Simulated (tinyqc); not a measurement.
Photoconductance decay in a wafer: bulk and surface recombination modes, and iron detection by pair splitting: one step, computed by the program tinyqc. Command: `OMP_NUM_THREADS=1 python tinyqc.py 3113383 3113384 out.jsonl pcd walk`. One thread of a shared host (Intel(R) Xeon(R) Processor @ 2.30GHz), about 0.01 s of CPU time with the checks.

Both faces of the wafer have the same S; injection is low and all coefficients are constant. x runs from -W/2 to W/2.

Problem. Effective lifetime. Even modes cos(a x) obey b tan b = S W/(2 D) with b = a W/2, odd modes sin(a x) obey -b cot b = S W/(2 D); each decays at the rate 1/tau_b + D a^2. tau_eff is the decay time of the first mode. The surface time is 1/(D a^2) of that mode; shortcuts for it are W/(2 S), W^2/(pi^2 D) and their sum, whose error is sum/surface time - 1.

Inputs (values chosen for the exercise, modelled on p-type silicon):
```
quantity                          value         unit
thickness W                         300   micrometre
diffusivity D                      31.2       cm^2/s
bulk lifetime tau_b without iron   2500  microsecond
surface recombination velocity S    130         cm/s
```

Give: tau_eff; surface time; W/(2 S); W^2/(pi^2 D); error of the sum; tau_eff/tau_b.

Solution.

tau_eff = 112.50 microsecond

surface time = 117.80 microsecond

W/(2 S) = 115.38 microsecond

W^2/(pi^2 D) = 2.9227 microsecond

error of the sum = 0.43210 %

tau_eff/tau_b = 0.044999

The surfaces are slow against diffusion, so W/(2 S) is the larger part. tau_eff is only 0.045 of tau_b, so it understates the bulk lifetime.
